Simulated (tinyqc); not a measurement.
# Joule-heated wire on a substrate, fin equation: effects of single changes

A wire of length L loses heat along itself to two contacts and sideways to the substrate: kap A theta'' - g theta + p = 0 with theta = T - T0 and p = p0. The ends are held at T0. Constant conductivity, diffusive heat flow.

Parameters, values chosen for the exercise:
```
symbol  value     unit                                  meaning
kap        11  W/(m K)              conductivity along the wire
A         880     nm^2                            cross-section
g        0.79  W/(m K)  conductance per length to the substrate
L         230       nm              length between the contacts
Rc          0     K/uW       thermal resistance of each contact
p0      0.072    uW/nm                       heating per length
```

Each table varies one quantity; the others keep the values above.

## Effect of the cross-section

The equation is solved on 800 equal steps and the peak is the largest node value. LH = sqrt(kap A/g); the share is the integral of g theta over that of p.

Effect of the cross-section:
```
A (nm^2)  LH (nm)    L/LH  peak theta (K)  peak/(p0/g)  share to the substrate (%)
110         39.14   5.877           81.51       0.8944                       66.16
220         55.35   4.156           68.67       0.7535                       53.36
440         78.27   2.938           51.31       0.5629                       38.78
880         110.7   2.078           33.82       0.3711                       25.17
1800        158.3   1.453           19.69       0.2161                       14.53
3500        220.8   1.042           11.11       0.1219                       8.161
7000        312.2  0.7367           5.852      0.06421                       4.290
```

As A goes from 110 to 7000 nm^2, the peak theta falls from 81.5 to 5.85 K and the share of heat to the substrate falls from 66.2 to 4.29 %; L/LH goes from 5.9 to 0.74. Where L/LH is smallest the peak reaches 0.064 of p0/g, where it is largest 0.89.

## Effect of the conductance per length to the substrate

Same model as above.

Effect of the conductance per length to the substrate:
```
g (W/(m K))  LH (nm)    L/LH  peak theta (K)  peak/(p0/g)  share to the substrate (%)
0.079          350.0  0.6571           47.07      0.05164                       3.449
0.17           238.6  0.9639           44.84       0.1059                       7.084
0.37           161.7   1.422           40.59       0.2086                       14.02
0.79           110.7   2.078           33.82       0.3711                       25.17
1.7            75.46   3.048           24.74       0.5841                       40.33
3.7            51.15   4.497           15.40       0.7912                       56.50
7.9            35.00   6.571           8.433       0.9252                       69.65
```

What does the comparison show?

As g goes from 0.079 to 7.9 W/(m K), the peak theta falls from 47.1 to 8.43 K and the share of heat to the substrate rises from 3.45 to 69.6 %; L/LH goes from 0.66 to 6.6. Where L/LH is smallest the peak reaches 0.052 of p0/g, where it is largest 0.93: contacts cool the wire only within a few healing lengths.

## Effect of the length between the contacts

Same model as above.

The same in every row: LH (nm) = 110.7.

Effect of the length between the contacts:
```
L (nm)    L/LH  peak theta (K)  peak/(p0/g)  share to the substrate (%)
55      0.4969           2.742      0.03009                       2.008
89      0.8040           6.899      0.07570                       5.060
140      1.265           15.61       0.1713                       11.49
230      2.078           33.82       0.3711                       25.17
370      3.343           58.04       0.6368                       44.25
600      5.420           79.07       0.8675                       63.43
960      8.673           88.75       0.9738                       76.95
1500     13.55           90.93       0.9977                       85.24
```

What does the table show?

As L goes from 55 to 1500 nm, the peak theta rises from 2.74 to 90.9 K and the share of heat to the substrate rises from 2.01 to 85.2 %; L/LH goes from 0.50 to 14. Where L/LH is smallest the peak reaches 0.030 of p0/g, where it is largest 1.0: contacts cool the wire only within a few healing lengths.

Computed by the program tinyqc: `OMP_NUM_THREADS=1 python tinyqc.py 2520117 2520118 out.jsonl`, one thread of a shared Intel Xeon 2.30GHz, about 0.01 s for the whole run.
